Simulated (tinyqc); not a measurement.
Absorption spectrum: gated graphene: carriers, quantum capacitance and optical conductivity.

Conductivity over sigma0 = e^2/(4 hbar): interband Re = sinh(E/2kT)/(cosh(mu/kT) + cosh(E/2kT)); intraband Re = (8 kT/pi) ln(2 cosh(mu/2kT)) Gm/(E^2 + Gm^2). A free sheet absorbs about pi alpha_f Re(sigma/sigma0), alpha_f the fine-structure constant (alpha among the constants).

Constants: kB = 8.617333262e-05 eV/K; fine-structure constant alpha = 0.007297352564.

Parameters, chosen for this exercise (out of a larger set: Fermi velocity near that of graphene, gate dielectric near hBN; not measured data): T = 400 K; Gm = 2 meV (intraband damping).

mu = -0.26990 eV

Results:
```
E (eV)  interband  intraband  absorption (%)
0.054      0.0007     0.2354           0.541
0.108      0.0018     0.0589           0.139
0.189      0.0061     0.0192           0.058
0.270      0.0196     0.0094           0.066
0.378      0.0873     0.0048           0.211
0.459      0.2365     0.0033           0.550
0.540      0.5007     0.0024           1.153
0.621      0.7645     0.0018           1.757
0.702      0.9131     0.0014           2.097
0.864      0.9910     0.0009           2.274
1.619      1.0000     0.0003           2.293
```

Give the missing row, E (eV) = 1.080.

Computed row:
```
E (eV)  interband  intraband  absorption (%)
1.080      0.9996     0.0006           2.293
```

The edge lies at 2|mu| = 0.540 eV and, for |mu| above about 3 kT (here 7.8), rises from 10 % to 90 % over about 8.8 kT = 0.303 eV. The absorption is lowest, 0.058 %, at 0.189 eV of those listed, between the Drude tail and the edge; at the last row it is 2.293 % against pi alpha_f = 2.293 %. The thin-sheet formula fails where the absorption is large, and trigonal warping matters above about 1.5 eV.

Run: tinyqc, `OMP_NUM_THREADS=1 python tinyqc.py 1680781 1680782 out.jsonl`; Intel(R) Xeon(R) Processor @ 2.30GHz, one thread, shared host; about 0.01 s of CPU time with all checks.
